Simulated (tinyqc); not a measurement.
Worked calculation: FCI on RHF in the sto-6g basis, for H3-, spin multiplicity 1. The basis has no diffuse functions, so it cannot describe the extra electron: this is an exercise in the method, not the real anion. Computed by tinyqc, a small Python program that keeps every step (integrals from PySCF). Settings: charge = -1, multiplicity = 1, basis = sto-6g, method = RHF, energy threshold = 1e-10, iteration cap = 53, orthogonalisation = canonical, start = core, DIIS depth = 6, ci = FCI, davidson = 1. Command: `OMP_NUM_THREADS=1 python tinyqc.py 31471 31472 out.jsonl` (the two numbers bound the seeds that draw the settings). One thread of a shared host (Intel(R) Xeon(R) Processor @ 2.60GHz), about 0.06 s of CPU time with the checks. The early iterations of the SCF are left out here.

## One-electron integrals

Geometry (angstrom):
```
atom         x         y          z
H     0.000000  0.000000   0.000000
H     0.000000  0.000000   1.131000
H     0.000000  0.000000  -1.131000
```

Basis sto-6g: exponents (1/bohr^2) and contraction coefficients of normalised primitives:
```
element  l (shell)   exponent  coefficient
H            s (1)  35.523221     0.009164
H            s (1)   6.513144     0.049361
H            s (1)   1.822143     0.168538
H            s (1)   0.625955     0.370563
H            s (1)   0.243077     0.416492
H            s (1)   0.100112     0.130334
```

Overlap, kinetic and nuclear-attraction integrals over the contracted functions; the nuclear repulsion is the sum of Za Zb / Rab.

nuclear repulsion = 1.16971090 hartree

overlap S, order 1H 1s, 2H 1s, 3H 1s:
```
[[1.000000, 0.423205, 0.423205],
 [0.423205, 1.000000, 0.078147],
 [0.423205, 0.078147, 1.000000]]
```

kinetic energy T (hartree), order 1H 1s, 2H 1s, 3H 1s:
```
[[0.768522, 0.071069, 0.071069],
 [0.071069, 0.768522, -0.011799],
 [0.071069, -0.011799, 0.768522]]
```

nuclear attraction V (hartree), order 1H 1s, 2H 1s, 3H 1s:
```
[[-2.158288, -0.773915, -0.773915],
 [-0.773915, -1.932830, -0.130487],
 [-0.773915, -0.130487, -1.932830]]
```

core Hamiltonian H = T + V (hartree), order 1H 1s, 2H 1s, 3H 1s:
```
[[-1.389766, -0.702846, -0.702846],
 [-0.702846, -1.164308, -0.142286],
 [-0.702846, -0.142286, -1.164308]]
```

## Two-electron integrals

Functions are numbered as in S; the eight-fold symmetry (ij|kl) = (ji|kl) = (kl|ij) leaves the list below.

Two-electron integrals (ij|kl) in chemists' order, unique and non-zero (hartree):
```
(11|11) 0.774999   (21|11) 0.253295   (21|21) 0.110957   (22|11) 0.437504
(22|21) 0.253295   (22|22) 0.774999   (31|11) 0.253295   (31|21) 0.077495
(31|22) 0.132509   (31|31) 0.110957   (32|11) 0.044132   (32|21) 0.016582
(32|22) 0.033921   (32|31) 0.016582   (32|32) 0.002941   (33|11) 0.437504
(33|21) 0.132509   (33|22) 0.233627   (33|31) 0.253295   (33|32) 0.033921
(33|33) 0.774999
```

## Orthogonalisation

S = U s U^T; canonical form X = U s^(-1/2), so that X^T S X = 1. Each column of U has its largest component positive (the first on a tie).

eigenvalues of S: [0.439297, 0.921853, 1.638850]

X, order 1H 1s, 2H 1s, 3H 1s:
```
[[1.101059, 0.000000, 0.534057],
 [-0.729395, 0.736468, 0.403093],
 [-0.729395, -0.736468, 0.403093]]
```

## Iteration 8 (converged): orbitals

converged F (hartree), order 1H 1s, 2H 1s, 3H 1s:
```
[[0.118300, -0.227500, -0.227500],
 [-0.227500, 0.117351, -0.041658],
 [-0.227500, -0.041658, 0.117351]]
```

Diagonalise F' = X^T F X, C = X C', fill 2 alpha and 2 beta electrons from the bottom; D = 2 C_occ C_occ^T. Each column has its largest component positive (the first on a tie).

F' = X^T F X (hartree):
```
[[0.954787, 0.000000, 0.000352],
 [0.000000, 0.172488, 0.000000],
 [0.000352, 0.000000, -0.137561]]
```

orbital energies (hartree): [-0.137561, 0.172488, 0.954787]

coefficients C, order 1H 1s, 2H 1s, 3H 1s:
```
[[0.533702, 0.000000, 1.101231],
 [0.403328, 0.736468, -0.729265],
 [0.403328, -0.736468, -0.729265]]
```

D after iteration 8, order 1H 1s, 2H 1s, 3H 1s:
```
[[0.569676, 0.430514, 0.430514],
 [0.430514, 1.410118, -0.759425],
 [0.430514, -0.759425, 1.410118]]
```

## Convergence

Stop when the energy changes by less than 1e-10 hartree and every element of the error matrix X^T (F D S - S D F) X is below 3e-06.

Course of the cycle:
```
iteration  E (hartree)     change  largest element of the error matrix
1          -1.25761606          -                             3.64e-01
2          -1.32921251  -7.16e-02                             4.25e-02
3          -1.33014554  -9.33e-04                             4.76e-05
4          -1.33014554  -9.50e-10                             2.08e-05
5          -1.33014554  -1.32e-10                             1.33e-05
6          -1.33014554  -4.21e-11                             9.78e-06
7          -1.33014554  -1.85e-11                             7.73e-06
8          -1.33014554  -3.09e-11                             7.81e-09
```

PySCF RHF in the same basis = -1.33014554 hartree

Converged in 8 iterations.

## Integrals over molecular orbitals

(pq|rs) = sum C_ip C_jq C_kr C_ls (ij|kl), one index at a time.

one-electron integrals over orbitals h = C^T H C (hartree):
```
[[-1.426123, 0.000000, -0.125420],
 [0.000000, -1.108660, 0.000000],
 [-0.125420, 0.000000, -0.817356]]
```

Two-electron integrals over orbitals (pq|rs), unique and non-zero (hartree):
```
(11|11) 0.524484    (21|21) 0.162280    (22|11) 0.463179    (22|22) 0.517069
(31|11) 0.077474    (31|22) -0.048128   (31|31) 0.140451    (32|21) -0.144201
(32|32) 0.145893    (33|11) 0.547682    (33|22) 0.481561    (33|31) 0.092650
(33|33) 0.600233
```

## FCI: determinants and Hamiltonian

Hartree-Fock energy = -1.33014554 hartree

Slater-Condon rules over spin orbitals, with the nuclear repulsion added and E(HF) subtracted on the diagonal. Only determinants linked to the reference directly or through others are kept (one block of an abelian symmetry group), so some states are absent.

Occupation strings over the orbitals (2 doubly, a alpha, b beta, 0 empty; spin orbitals ordered 1a 1b 2a 2b ...): 220 a2b b2a 202 022

H - E(HF) between determinants (hartree), order 220, a2b, b2a, 202, 022:
```
[[0.000000, 0.000000, 0.000000, 0.145893, 0.140451],
 [0.000000, 0.685117, -0.140451, 0.144201, 0.015175],
 [0.000000, -0.140451, 0.685117, -0.144201, -0.015175],
 [0.145893, 0.144201, -0.144201, 1.047442, 0.162280],
 [0.140451, 0.015175, -0.015175, 0.162280, 1.399587]]
```

## FCI: roots

Diagonalise (each vector has its largest component positive (the first on a tie)); all determinants have Ms = 0, so triplets appear too. The lowest singlet root is the correlation energy.

lowest roots of this matrix, relative to E(HF) (hartree): [-0.030611, 0.544666, 0.703476, 1.098355, 1.501375]

lowest vectors, order 220, a2b, b2a, 202, 022:
```
[[0.987848, 0.000000, -0.084965, 0.039743],
 [0.022915, 0.707107, 0.596992, 0.361709],
 [-0.022915, 0.707107, -0.596992, -0.361709],
 [-0.127314, 0.000000, -0.517211, 0.731509],
 [-0.083051, 0.000000, 0.111688, -0.449052]]
```

<S^2> of these roots: [0.000000, 2.000000, 0.000000, 0.000000, 0.000000]

weight of the ground state by excitation level 0, 1, 2, ...: [0.975844, 0.001050, 0.023106]
